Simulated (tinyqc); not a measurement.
Molecular dynamics of a small cluster by velocity Verlet steps: one step, computed by the program tinyqc. Command: `OMP_NUM_THREADS=1 python tinyqc.py 3003541 3003542 out.jsonl verlet walk`. One thread of a shared host (Intel(R) Xeon(R) Processor @ 2.30GHz), about 0.1 s of CPU time with the checks.

E = sum_(i<j) phi(r_ij), phi(r) = eps [exp(-2 alpha (r - r0)) - 2 exp(-alpha (r - r0))]; the force on i is -sum_j phi'(r_ij) (R_i - R_j)/r_ij.

Task: Step 1. Velocity Verlet: a = c F/M with c = 9.648533212e-3 angstrom/fs^2 per eV/(angstrom u); R(new) = R + v dt + a dt^2/2; v(new) = v + (a + a(new)) dt/2. Kinetic energy K = M v^2/(2c); temperature T = 2K/((3N - 3) k_B), rotation of the cluster included.

Inputs (values chosen for the exercise, for model atoms):
```
quantity         value        unit
length r0         2.37    angstrom
well depth eps    0.33          eV
stiffness alpha   2.23  1/angstrom
atomic mass M     23.3           u
time step dt       2.3          fs
```

Potential: Morse. Thermostat: none.

starting positions (angstrom):
```
            x      y      z
atom 1  -0.01   0.02   0.03
atom 2   2.36  -0.08  -0.04
atom 3   1.16   2.05  -0.03
atom 4   1.18   0.67   1.93
atom 5   1.17   0.61  -1.97
```

starting velocities (angstrom/fs):
```
               x         y         z
atom 1   0.00607   -0.0013  -0.00379
atom 2  -0.00181   0.00811   0.00024
atom 3   0.00177  -0.00799  -0.00118
atom 4  -0.00772     7e-05   0.00055
atom 5   0.00169   0.00111   0.00418
```

Constants: 1 eV/(angstrom u) = 9.648533212e-03 angstrom/fs^2; k_B = 8.617333262e-05 eV/K.

Give: positions after step 1; new forces; velocities after step 1; total energy.

Result:

positions after step 1 (angstrom):
```
             x        y        z
atom 1  0.0039   0.0169   0.0211
atom 2  2.3557  -0.0611  -0.0393
atom 3  1.1642   2.0314  -0.0328
atom 4  1.1624   0.6702   1.9311
atom 5  1.1738   0.6126  -1.9601
```

new forces (eV/angstrom):
```
               x         y         z
atom 1  -0.21020  -0.18516  -0.14476
atom 2  -0.03506   0.11720   0.15219
atom 3   0.13936  -0.02414  -0.01190
atom 4   0.14529   0.03878  -0.07239
atom 5  -0.03939   0.05332   0.07686
```

velocities after step 1 (angstrom/fs):
```
                 x           y           z
atom 1   0.0059386  -0.0014355  -0.0039403
atom 2  -0.0019063   0.0082645   0.0003630
atom 3   0.0019040  -0.0081013  -0.0012050
atom 4  -0.0075891   0.0001089   0.0004628
atom 5   0.0016528   0.0011634   0.0043196
```

total energy = -2.6436 eV
